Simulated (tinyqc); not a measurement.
Haynes-Shockley experiment: drift, diffusion and decay of a minority-carrier pulse: one step, computed by the program tinyqc. Command: `OMP_NUM_THREADS=1 python tinyqc.py 3111183 3111184 out.jsonl haynes walk`. One thread of a shared host (Intel(R) Xeon(R) Processor @ 2.30GHz), about 0.01 s of CPU time with the checks.

A thin sheet of excess carriers is made at x = 0, t = 0 in a long uniform bar; injection is low, so the pulse moves with the minority mobility.

Task: The signal at the collector. dn(x, t) = N0/sqrt(4 pi D t) exp(-(x - v t)^2/(4 D t) - t/tau). At fixed x the signal peaks where d ln(dn)/dt = 0: a t^2 + t/2 - x^2/(4 D) = 0 with a = v^2/(4 D) + 1/tau. The full width at half maximum is found by solving dn(x, t) = peak/2 on both sides of the peak.

Inputs (values chosen for the exercise, modelled on electrons in p-type germanium in a lightly doped bar):
```
quantity                       value         unit
lifetime tau                     370  microsecond
temperature T                    300            K
distance d to the collector     0.47           cm
injected sheet density N0    4.5e+10       1/cm^2
```

drift velocity v = 31768 cm/s

D = 108.0614 cm^2/s

Give: time of the peak t_p; peak density; width at half maximum.

Result:

time of the peak t_p = 14.68 microsecond

peak density = 3.057e+11 1/cm^3

width at half maximum = 4.168 microsecond
